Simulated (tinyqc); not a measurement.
Cabrera-Mott growth of a thin oxide under its own electric field: one step, computed by the program tinyqc. Command: `OMP_NUM_THREADS=1 python tinyqc.py 3001467 3001468 out.jsonl cabrera walk`. One thread of a shared host (Intel(R) Xeon(R) Processor @ 2.30GHz), about 0.02 s of CPU time with the checks.

Electrons cross the film freely and set a fixed potential V across it; the field V/x lowers the barrier for ions entering the oxide.

Task: Thickness after time t. u = u0 exp(-W/(k_B T)), X1 = z b V/(k_B T) with V in volts and k_B T in eV; dx/dt = 2 u sinh(X1/x). t(x) = int_(x0)^x dx / (dx/dt) by Gauss-Legendre quadrature (80 points on each side of (x0 + 2 x)/3), solved for x.

Inputs (values chosen for the exercise, for a model metal):

| quantity | value | unit |
|---|---|---|
| Mott potential V | 0.54 | V |
| temperature T | 450 | K |
| starting thickness x0 | 3.8 | angstrom |
| time t | 250 | s |

Backward hops: kept.

u = 1.365331e-04 angstrom/s

X1 = 44.56135 angstrom

Give: thickness x; rate at time t; field at time t.

Result:

thickness x = 11.057 angstrom

rate at time t = 0.0076793 angstrom/s

field at time t = 4.8837 MV/cm

X1/x = 4.03: the field term still rules.
